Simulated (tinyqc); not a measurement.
# Short-channel transistor, virtual-source model with series resistance: several studies

The current per gate width is the charge at the top of the source barrier (the virtual source) times its velocity times a saturation function; al and be are fitting constants of the model. Units: I in uA/um, Rs in ohm um, so I Rs = 1e-6 I Rs in volts; Q in uC/cm^2, so I = 1e-4 Q vx0 Fsat with vx0 in cm/s.

Parameters, values chosen for the exercise: temperature T = 400 K; inversion capacitance Cinv = 2.14 uF/cm^2; velocity at the virtual source vx0 = 9.52e6 cm/s; apparent mobility mu = 260 cm^2/(V s); channel length L = 16 nm; threshold at zero drain voltage VT0 = 0.49 V; drain-induced barrier lowering dl = 0.193 V/V; subthreshold factor n0 = 1.2; growth of n with drain voltage nd = 0.05 1/V; threshold shift (in units of Vt) from weak to strong inversion al = 3.5; sharpness of saturation be = 2; series resistance of each contact Rs = 150 ohm um.

Constants: q = 1.602176634e-19 C, kB = 1.380649e-23 J/K, Vt = kB T/q. Results are converted to the units shown.

Each table varies one quantity; the others keep the values above.

## Effect of the apparent mobility on the on and off currents

Intrinsic voltages Vg' = Vgs - I Rs, Vd' = Vds - 2 I Rs. n = n0 + nd Vd', VT = VT0 - dl Vd', Ff = 1/(1 + exp((Vg' - VT + al Vt/2)/(al Vt))), Q = Cinv n Vt ln(1 + exp((Vg' - VT + al Vt Ff)/(n Vt))), Vdsat = (vx0 L/mu)(1 - Ff) + Vt Ff, Fsat = u/(1 + u^be)^(1/be) with u = Vd'/Vdsat, and I = Q vx0 Fsat per width. I is solved self-consistently. Ion is I at Vgs = Vds = 0.7 V, Ioff at Vgs = 0, Vds = 0.7 V, and Rlin = Vds/I at Vgs = 0.7 V, Vds = 0.05 V.

Effect of the apparent mobility on the on and off currents:
```
mu (cm^2/(V s)),Ion (uA/um),Ioff (nA/um),log10(Ion/Ioff),Rlin (ohm um)
50,466.42,279.96,3.2217,924.60
85,491.31,280.25,3.2438,678.41
140,501.04,280.39,3.2521,538.49
240,505.06,280.47,3.2555,446.62
410,506.49,280.51,3.2566,391.91
700,507.00,280.53,3.2570,359.05
1200,507.19,280.55,3.2572,339.21
2000,507.26,280.55,3.2572,327.89
```

As mu goes from 50 to 2000 cm^2/(V s), Ion rises from 466 to 507 uA/um, Ioff stays near 280 nA/um and Rlin falls from 925 to 328 ohm um. Ion changes by a factor of 1.09 and Ioff by 1.00. Below threshold Vdsat is near Vt, so L and mu hardly reach the off current.

## Effect of the channel length on the on and off currents

Same model as above.

mu, vx0, VT0, dl and n0 are held fixed.

Effect of the channel length on the on and off currents:
```
L (nm),Ion (uA/um),Ioff (nA/um),log10(Ion/Ioff),Rlin (ohm um)
10,506.5,280.5,3.257,390.8
15,505.6,280.5,3.256,429.0
24,503.1,280.4,3.254,496.3
36,498.3,280.3,3.250,584.5
55,487.5,280.2,3.241,722.2
85,464.9,279.9,3.220,937.5
130,425.5,279.5,3.183,1259
200,366.2,278.5,3.119,1757
```

What does the table show?

As L goes from 10 to 200 nm, Ion falls from 507 to 366 uA/um, Ioff falls from 281 to 279 nA/um and Rlin rises from 391 to 1760 ohm um. Ion changes by a factor of 0.723 and Ioff by 0.993. Below threshold Vdsat is near Vt, so L and mu hardly reach the off current. At L = 200 nm the channel is long for this model, whose fixed vx0 belongs to short devices.

## Effect of the velocity at the virtual source on the on and off currents

Same model as above.

Results:
```
vx0 (cm/s),Ion (uA/um),Ioff (nA/um),log10(Ion/Ioff),Rlin (ohm um)
5e6,307.7,147.4,3.320,458.6
7.1e6,406.8,209.3,3.289,443.6
1e7,523.2,294.6,3.249,435.7
1.4e7,653.9,412.1,3.200,431.2
2.8e7,944.3,822.2,3.060,426.6
4e7,1080,1172,2.964,425.5
```

Estimate the missing row, vx0 = 2e7 cm/s.

Computed row:
```
vx0 (cm/s),Ion (uA/um),Ioff (nA/um),log10(Ion/Ioff),Rlin (ohm um)
2e7,803.3,588.2,3.135,428.3
```

With this row back in the table: As vx0 goes from 5e6 to 4e7 cm/s, Ion rises from 308 to 1080 uA/um, Ioff rises from 147 to 1170 nA/um and Rlin falls from 459 to 425 ohm um. Ion changes by a factor of 3.51 and Ioff by 7.95. At vx0 = 4e7 cm/s the off current passes 1 uA/um, so the device is hardly off at Vgs = 0.

Computed by the program tinyqc: `OMP_NUM_THREADS=1 python tinyqc.py 2380007 2380008 out.jsonl`, one thread of a shared Intel Xeon 2.30GHz, about 0.01 s for the whole run.
